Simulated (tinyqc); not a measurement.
# From point-charge correction -q^2 E back to dielectric constant eps_xy

Model: finite-size error of a charged defect in a periodic cell: Madelung and Makov-Payne terms. Computed by tinyqc, a small Python program. Command: `OMP_NUM_THREADS=1 python tinyqc.py 3010872 3010873 out.jsonl imagecharge inv`. One thread of a shared host (Intel(R) Xeon(R) Processor @ 2.30GHz), about 0.1 s of CPU time with the checks.

L is the cube root of the cell volume. The defect charge is a Gaussian, rho(r) = q (2 pi sigma^2)^(-3/2) exp(-r^2/2 sigma^2), repeated periodically in a uniform neutralising background and screened by a continuum. The model cell energy is E(L) = E_0 + [periodic - isolated electrostatic energy].

Inputs (values chosen for the exercise, for a model uniaxial host):

| quantity | value | unit |
|---|---|---|
| charge q | -2 | e |
| cell length L | 15.6 | angstrom |
| dielectric constant eps_z | 8.1 | - |
| axis ratio c/a | 1.31 | - |

Supercell lattice: hexagonal. Screening: uniaxial.

Constants: e^2/(4 pi eps_0) = 14.39964548 eV angstrom.

Method. Cell vectors: (1,0,0), (-1/2,sqrt(3)/2,0), (0,0,c/a), scaled to volume L^3. Ewald sum for a unit point charge: scale each Cartesian component of the cell by 1/sqrt(eps_i), giving R', G' and V'; E = [ (1/2) sum erfc(eta R')/R' + (2 pi/V') sum exp(-G'^2/4 eta^2)/G'^2 - eta/sqrt(pi) - pi/(2 V' eta^2) ] e^2/(4 pi eps_0) / sqrt(eps_x eps_y eps_z), over n_i = -6..6, omitting n = (0,0,0), eta = 2/V'^(1/3). alpha = -2 E eps_g L/(e^2/(4 pi eps_0)), eps_g = (eps_x eps_y eps_z)^(1/3).

Problem. A run gave the result below. Find the dielectric constant eps_xy, known to lie between 7.3 and 12.

point-charge correction -q^2 E = 0.5604366 eV

Solution.

Each step takes the trial c = (a f_b - b f_a)/(f_b - f_a), f being the result less the target and a, b, c the logarithms of the listed values; c replaces end b, the old b replaces a if the sign of f changed, and otherwise f_a is halved.

Scan of the range:

| dielectric constant eps_xy | point-charge correction -q^2 E (eV) |
|---|---|
| 7.30 | 0.678107 |
| 7.93 | 0.635457 |
| 8.62 | 0.594184 |
| 9.36 | 0.555071 |
| 10.20 | 0.515921 |
| 11.00 | 0.482874 |
| 12.00 | 0.446301 |

False position (Illinois rule, in the logarithm of the input) inside the bracket:

| step | end a | end b | trial | point-charge correction -q^2 E (eV) |
|---|---|---|---|---|
| 1 | 8.62000 | 9.36000 | 9.25485 | 0.560343 |
| 2 | 8.62000 | 9.25485 | 9.25122 | 0.560527 |
| 3 | 9.25485 | 9.25122 | 9.25300 | 0.560437 |
| 4 | 9.25122 | 9.25300 | 9.25300 | 0.560437 |

Point-charge correction -q^2 E falls at every point of a 13-point scan of the range (every second point is shown), so one value fits; it is bracketed by 8.62 and 9.36. Answer: dielectric constant eps_xy = 9.253.
